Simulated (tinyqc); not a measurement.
Thin-body transistor below threshold, two-dimensional Poisson equation on a small mesh: effect of the insulator thickness.

A thin body on a thick buried insulator of low permittivity, taken as carrying no normal field at the bottom of the body (row 0). Mobile charge is neglected (subthreshold), the body is fully depleted, and potentials are counted from the intrinsic level; rows run upward to the gate, columns from source to drain.

Mesh: rows i = 0..12 in the semiconductor (step hs = tb/12, row 12 on the interface), then 8 step(s) ho = tox/8 up to the gate row 20; columns j = 0..80 (step hy = L/80). Box integration, divided by eps0: up_i = eps hy/h of the interval above row i, dn_i = that of the interval below (0 for row 0), lat_i = (sum of eps h/2 over the intervals above and below)/hy, s_i = -q Na w_i hy/eps0 with w_i the semiconductor height of the box (hs/2 for row 0 and the interface row, hs between, 0 in the insulator). Each free node obeys (up + dn + 2 lat) psi = up psi(above) + dn psi(below) + lat [psi(left) + psi(right)] + s. Fixed values: gate row Vg - Vfb; column 0 at Vbi and the last column at Vbi + Vd in the semiconductor, each running linearly to Vg - Vfb across the insulator. The system is solved directly. On row 0 the minimum of psi and its place come from a parabola through the three lowest nodes; barrier = Vbi - minimum, swing = Vt ln 10/(d psi/dVg), DIBL = (d psi/dVd)/(d psi/dVg) there. Lambda = pi/k with k the smallest positive root of tan(k tox) tan(k tb) = eox/eps_r.

Values chosen for this exercise; semiconductor permittivity close to that of silicon:
```
symbol,value,unit,meaning
T,325,K,temperature
eps_r,11.9,,relative permittivity of the semiconductor
eox,22,,relative permittivity of the insulator
tb,3,nm,body thickness
L,20,nm,channel length
Na,5e17,cm^-3,acceptor density of the depleted body
Vbi,0.47,V,potential of the source
Vfb,-0.03,V,gate offset
Vg,0,V,gate voltage
Vd,0.7,V,drain voltage
```

Constants: q = 1.602176634e-19 C, kB = 1.380649e-23 J/K, Vt = kB T/q, eps0 = 8.8541878128e-14 F/cm where lengths are in cm. Results are converted to the units shown.

Effect of the insulator thickness:
```
tox (nm)	L/Lambda	barrier (V)	place y/L	swing (mV/decade)	DIBL (mV/V)
1.4	2.617	0.4145	0.4423	67.73	14.04
2	2.358	0.4002	0.4357	69.45	21.43
2.7	2.091	0.3790	0.4272	72.12	32.89
3.8	1.747	0.3388	0.4122	77.79	56.81
5.2	1.426	0.2826	0.3913	87.48	96.11
7.2	1.119	0.2060	0.3581	106.1	164.3
```

As tox goes from 1.4 to 7.2 nm, the barrier falls from 0.415 to 0.206 V, the swing rises from 67.7 to 106 mV a decade and DIBL rises from 14.0 to 164 mV/V; the ideal swing is 64.5. L/Lambda goes from 2.6 to 1.1. In every row the body is under 5 nm thick, where quantum confinement matters.

tinyqc, about 0.09 s, one thread, Intel Xeon 2.30GHz (shared host): `OMP_NUM_THREADS=1 python tinyqc.py 2480069 2480070 out.jsonl`
